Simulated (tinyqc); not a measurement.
# Off-state leakage of single and stacked transistors: effects of single changes

n-channel devices of unit width. Subthreshold current I(Vg, Vs, Vd) = I0 (T/300 K)^0.5 exp[(Vg - Vs - VT(T) - gb (Vs - Vb) + dd (Vd - Vs))/(nf Vt)] (1 - exp(-(Vd - Vs)/Vt)), VT(T) = VT - cT (T - 300 K). Gate-edge tunnelling Ig (Vd/1 V) exp(ag (Vd - 1 V)), for a gate at 0 V, and band-to-band leakage Ab u exp(-Bb/u), u = Vd - Vb + 1 V, flow at a drain held at V; both are taken as independent of T. In a stack of off transistors (all gates at 0 V) the same subthreshold current passes through each.

Inputs (values chosen for the exercise); values of the order met in bulk silicon logic transistors: temperature T = 358 K; supply voltage V = 1 V; threshold at 300 K, zero drain and body bias VT = 0.43 V; fall of the threshold with temperature cT = 0.7 mV/K; current at threshold at 300 K I0 = 0.14 uA/um; slope factor nf = 1.52; drain-induced lowering per volt dd = 0.16; rise of the threshold per volt of source-body bias gb = 0.13; gate-edge tunnelling current at 1 V Ig = 0.0001 uA/um; exponential slope of the gate current ag = 3.2 1/V; prefactor of band-to-band leakage at the drain Ab = 50 uA/(um V); its exponential voltage Bb = 27 V; body voltage Vb = -0.3 V.

Constants: q = 1.602176634e-19 C, kB = 1.380649e-23 J/K, Vt = kB T/q. Results are converted to the units shown.

Each table varies one quantity; the others keep the values above.

## Subthreshold current against the height of the stack

All n gates at 0 V, bottom source at 0 V, top drain at V; node voltages follow from equal currents.

Subthreshold current against the height of the stack:

| n | I (nA/um) | reduction factor | drain voltage of the bottom device (mV) | source voltage of the top device (mV) | voltage across the top device (V) |
|---|---|---|---|---|---|
| 1 | 0.49969 | 1.0000 | 1000.0 | 0 | 1.0000 |
| 2 | 0.023427 | 21.329 | 111.24 | 111.24 | 0.88876 |
| 3 | 0.011282 | 44.290 | 29.744 | 137.80 | 0.86220 |
| 4 | 0.0074389 | 67.173 | 17.119 | 152.94 | 0.84706 |
| 5 | 0.0055531 | 89.985 | 12.055 | 163.56 | 0.83644 |
| 6 | 0.0044319 | 112.75 | 9.3133 | 171.76 | 0.82824 |

The second transistor cuts the current by a factor of 21.3, the third by a further 2.08 and the sixth by 1.25. The top device keeps 82.8 % of the supply at n = 6, while the drain voltage of the bottom one falls to 0.302 Vt.

## Leakage components against the supply voltage

Same model as above.

One transistor with Vg = Vs = 0, Vd = V; stack factor I(one)/I(two in series).

Leakage components against the supply voltage:

| V (V) | subthreshold (nA/um) | gate edge (nA/um) | band-to-band (nA/um) | total (nA/um) | stack factor | largest part |
|---|---|---|---|---|---|---|
| 0.5 | 0.090735 | 0.010095 | 0.027531 | 0.12836 | 5.2300 | subthreshold |
| 0.6 | 0.12763 | 0.016682 | 0.063999 | 0.20831 | 6.8158 | subthreshold |
| 0.7 | 0.17953 | 0.026803 | 0.13710 | 0.34343 | 8.9763 | subthreshold |
| 0.8 | 0.25254 | 0.042183 | 0.27378 | 0.56851 | 11.915 | band-to-band |
| 0.9 | 0.35524 | 0.065353 | 0.51454 | 0.93512 | 15.908 | band-to-band |
| 1 | 0.49969 | 0.10000 | 0.91719 | 1.5169 | 21.329 | band-to-band |
| 1.1 | 0.70289 | 0.15148 | 1.5609 | 2.4153 | 28.684 | band-to-band |
| 1.2 | 0.98872 | 0.22758 | 2.5499 | 3.7662 | 38.659 | band-to-band |
| 1.3 | 1.3908 | 0.33952 | 4.0176 | 5.7479 | 52.181 | band-to-band |
| 1.4 | 1.9563 | 0.50353 | 6.1290 | 8.5889 | 70.509 | band-to-band |

Read the table: what changes, and by how much?

As V goes from 0.5 to 1.4, the total leakage rises from 0.128 to 8.59 nA/um. The subthreshold part leads at V = 0.5, the band-to-band part from 0.8 on. The reduction by a stack of two rises from 5.23 to 70.5, for the subthreshold part alone.

Numbers from tinyqc (`OMP_NUM_THREADS=1 python tinyqc.py 2242266 2242267 out.jsonl`; about 0.03 s on one thread of a shared Intel Xeon 2.30GHz).
